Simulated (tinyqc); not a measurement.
Hubbard chain of 4 sites, step by step. Computed by tinyqc, a small Python program that keeps every step. Settings: hopping = 0.9, U = 8.5, mixing = 0.2, iteration cap = 71. Command: `OMP_NUM_THREADS=1 python tinyqc.py 26552 26553 out.jsonl` (the two numbers bound the seeds that draw the settings). One thread of a shared host (Intel(R) Xeon(R) Processor @ 2.60GHz), about 0.2 s of CPU time with the checks.

one-body matrix (hopping and site energies) (eV):
```
           1          2          3          4
1   0.000000  -0.900000   0.000000   0.000000
2  -0.900000   0.000000  -0.900000   0.000000
3   0.000000  -0.900000   0.000000  -0.900000
4   0.000000   0.000000  -0.900000   0.000000
```

U = 8.500000 eV

electrons, up and down: 2  1

n(up) at the start (a guess, not normalised): 1 0.550000, 2 0.450000, 3 0.550000, 4 0.450000

n(down) at the start (a guess): 1 0.200000, 2 0.300000, 3 0.200000, 4 0.300000

Each step fills the lowest levels of T + U n(other spin) and sets n(new) = n + mixing (n(out) - n); stop when output and input agree to 1e-8.

Course of the cycle:
```
iteration       E (eV)  largest |n(out) - n(in)|  mean |n_up - n_down|
1           0.52288068                  2.08e-01              0.324217
2           0.15046846                  2.20e-01              0.354224
3          -0.07609984                  2.21e-01              0.408144
4          -0.32311178                  2.29e-01              0.477861
5          -0.60220157                  2.87e-01              0.549719
6          -0.86823389                  3.15e-01              0.608785
7          -1.06496025                  3.06e-01              0.648002
8          -1.18507248                  2.76e-01              0.671300
9          -1.25237358                  2.38e-01              0.684948
10         -1.28953217                  2.00e-01              0.693175
11         -1.31041951                  1.66e-01              0.698301
...                ...                       ...                   ...
61         -1.34701075                  3.00e-03              0.697881
62         -1.34702073                  2.89e-03              0.697780
63         -1.34703004                  2.79e-03              0.697681
64         -1.34703873                  2.69e-03              0.697586
65         -1.34704683                  2.59e-03              0.697494
66         -1.34705440                  2.50e-03              0.697405
67         -1.34706147                  2.41e-03              0.697318
68         -1.34706808                  2.33e-03              0.697235
69         -1.34707426                  2.25e-03              0.697154
70         -1.34708003                  2.17e-03              0.697076
71         -1.34708544                  2.10e-03              0.697000
```

Can the last value be used, and what does the course show?

Not by the stop rule. Not converged within 71 iterations: the residual falls steadily but slowly, by a factor of about 0.96 a step. The lowest mean-field energy found from random starts is -1.47221 eV. Reruns (cap 100 unless said): mixing 0.5: not converged; mixing 0.9: not converged; the original settings with a cap of 400: not converged.
